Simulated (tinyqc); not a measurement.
Peierls distortion of a half-filled chain: one step. Energy at a trial distortion.

Atoms move by +/- u, so bonds change by -/+ 2u and hoppings are t +/- 2 al u. Bands E = -/+ sqrt((2 t cos x)^2 + D^2 sin^2 x) with D = 4 al u, x = k a in (0, pi/2); the gap is 2D. Energy per atom at zero temperature: E(u) = -mean_x sqrt(...) + 2 K u^2; exactly, the mean is (4t/pi) E(1 - z^2), z = D/2t, E the complete elliptic integral of the second kind with parameter m. Coupling lambda = 2 al^2/(pi t K).

Values chosen for the exercise:
```
symbol  value  unit           meaning
t       2.16   eV             hopping of the even chain
al      3.4    eV/angstrom    change of hopping with bond length
K       11.4   eV/angstrom^2  spring constant of a bond
u       0.017  angstrom       trial shift of alternate atoms
N       5                     k points
```

Task: Use the mesh x_j = (j + 1/2) pi/(2N), j = 0 .. N-1, and also the elliptic integral.

Give: D; |E| on the mesh; band energy on the mesh; elastic energy; total, exact; exact E(u) - E(0).

Result:

D = 0.2312 eV

|E| on the mesh (eV): [4.2670, 3.8506, 3.0591, 1.9720, 0.7133]

band energy on the mesh = -2.7724 eV
elastic energy = 0.0066 eV
total, exact = -2.7586 eV
exact E(u) - E(0) = -0.0084 eV

This distortion lowers the energy; the mesh errs by -7.16 meV.

(tinyqc, `OMP_NUM_THREADS=1 python tinyqc.py 1681195 1681196 out.jsonl`, Intel(R) Xeon(R) Processor @ 2.30GHz, 1 thread, shared host, about 0.07 s.)
